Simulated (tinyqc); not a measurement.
The basis set: RHF and MP2 along a ladder of basis sets, for BeH+, spin multiplicity 1. Computed by the program tinyqc with PySCF. Same geometry throughout; the dipole is taken about the origin.

Geometry (angstrom):
```
atom       x       y       z
Be    0.0000  0.0000  0.0000
H     0.0000  0.0000  1.1560
```

RHF and frozen-core MP2 in a ladder of bases:
```
basis    functions  E(RHF) (hartree)  E(MP2 corr) (hartree)  HOMO (eV)  LUMO (eV)  dipole (debye)
sto-3g           6         -14.65148               -0.01150    -21.239     -7.346           2.977
3-21g           11         -14.74924               -0.01449    -21.165     -7.824           2.758
6-31g           11         -14.83540               -0.01457    -21.231     -7.751           2.638
6-31g**         19         -14.84006               -0.02494    -21.183     -7.764           2.658
cc-pvdz         19         -14.83873               -0.02485    -21.171     -7.854           2.694
cc-pvtz         44         -14.84357               -0.02950    -21.221     -7.807           2.673
```

What does the comparison show, and why?

From cc-pVDZ to cc-pVTZ the RHF energy falls by 4.8 mhartree and the correlation energy by 4.7. If valence correlation converges as X^-3, (27 E(T) - 8 E(D))/19 gives -0.0315 hartree, a rough estimate from such small X that usually falls short; STO-3G holds about 37 % of it. Beyond STO-3G the LUMO moves by 0.1 eV and the HOMO by 0.1 eV.
